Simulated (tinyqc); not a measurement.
Frequency dispersion of an accumulation capacitance by border traps, distributed model: two steps of the calculation.

Traps spread evenly through the insulator exchange electrons with the semiconductor by tunnelling, with tau(x) = t0 exp(2 ka x) at depth x from the interface. The admittance per area Y seen at depth x obeys dY/dx = -Y^2/(i w eps0 eox) + q Nb ln(1 + i w tau)/tau, with Y(0) = i w Cs and w = 2 pi f; the gate sees Y(tox) = G + i w C. Working variable y = Y/(i w), in uF/cm^2. Cox = eps0 eox/tox.

Parameters, values chosen for the exercise; permittivity close to that of zirconium oxide:
- eox = 22.7 (relative permittivity of the insulator)
- tox = 3.7 nm (insulator thickness)
- Cs = 7.1 uF/cm^2 (semiconductor capacitance in accumulation)
- Nb = 4.1e18 cm^-3 eV^-1 (density of border traps)
- ka = 5.4 1/nm (decay constant of the wave function in the insulator)
- t0 = 8e-10 s (time constant of a trap at the interface)
- f = 1e5 Hz (frequency)
- xe = 1.2 nm (depth down to which the steps are taken)

Constants: q = 1.602176634e-19 C, eps0 = 8.8541878128e-14 F/cm where lengths are in cm. Results are converted to the units shown.

Question 1. Scales and lumped estimate. Cox; trap-free value 1/(1/Cox + 1/Cs); response depth d = ln(1/(w t0))/(2 ka), where w tau = 1; lumped estimate: all traps within d act as C_bt = q Nb d placed at d/2, so C = 1/{1/[1/(1/Cs + d/(2 eps0 eox)) + C_bt] + (tox - d/2)/(eps0 eox)}.

Give: Cox; trap-free C; d; C_bt; lumped C.

Answer 1.

Cox = 5.432 uF/cm^2
trap-free C = 3.078 uF/cm^2
d = 0.7033 nm
C_bt = 0.04620 uF/cm^2
lumped C = 3.088 uF/cm^2

The traps within reach amount to 0.00651 Cs and lie in the first 19.0 % of the insulator.

Question 2. Capacitance and conductance at the gate. Beyond xe the traps are ignored, so 1/y(tox) = 1/y(xe) + (tox - xe)/(eps0 eox); C = Re y, G/w = -Im y, loss tangent G/(w C).

y at xe = 5.0212981-0.0075522i uF/cm^2

Wanted: y at the gate; C; G/w; loss tangent.

Answer 2.

y at the gate = 3.091-0.003i uF/cm^2
C = 3.091 uF/cm^2
G/w = 0.002862 uF/cm^2
loss tangent = 9.258e-4

Computed by the program tinyqc: `OMP_NUM_THREADS=1 python tinyqc.py 2202208 2202209 out.jsonl`, one thread of a shared Intel Xeon 2.30GHz, about 0.3 s for the whole run.
